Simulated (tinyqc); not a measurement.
Charge control and current of a heterostructure field-effect transistor: one step, computed by the program tinyqc.

Two subbands in a triangular well; E_F is counted from the conduction band edge of the channel at the interface.

Task: Levels and gate capacitance. Charge control: n_s = C_b (V_G - V_T - E_F/e)/e. Well: mean field F = e n_s/(2 eps eps_0), E_i = (hbar^2/2m)^(1/3) [(3 pi e F/2)(i + 3/4)]^(2/3), i = 0, 1; n_s = D k_B T sum_i ln(1 + exp((E_F - E_i)/k_B T)), D = m/(pi hbar^2), which is solved in closed form for E_F. C_g = e dn_s/dV_G = 1/(1/C_b + 1/C_q), 1/C_q = d(E_F/e)/d(e n_s) by a central difference of +/- 0.1 % in n_s; added distance dd = eps eps_0/C_q.

Inputs (values chosen for the exercise, modelled on AlGaN/GaN): channel mass m = 0.21 m_0; permittivity eps (barrier and channel) = 9.63; temperature T = 300 K.

Charge source: polarisation. Velocity law: two-piece.

sheet density n_s = 1.072511e+13 1/cm^2

barrier capacitance C_b = 0.9800670 microfarad/cm^2

Constants: k_B = 8.617333262e-05 eV/K; e = 1.602176634e-19 C; eps_0 = 8.8541878128e-12 F/m; hbar = 1.054571817e-34 J s; m_0 = 9.1093837015e-31 kg; k_B = 1.380649e-23 J/K.

Give: E_0; E_1; E_F; share in the second subband; gate capacitance C_g; added distance dd.

Result:

E_0 = 284.4 meV

E_1 = 500.4 meV

E_F = 405.8 meV

share in the second subband = 0.5381 %

gate capacitance C_g = 0.8314 microfarad/cm^2

added distance dd = 1.556 nm

C_g is 85 % of C_b: the finite density of states and the rise of E_0 act as 1.6 nm of extra barrier.
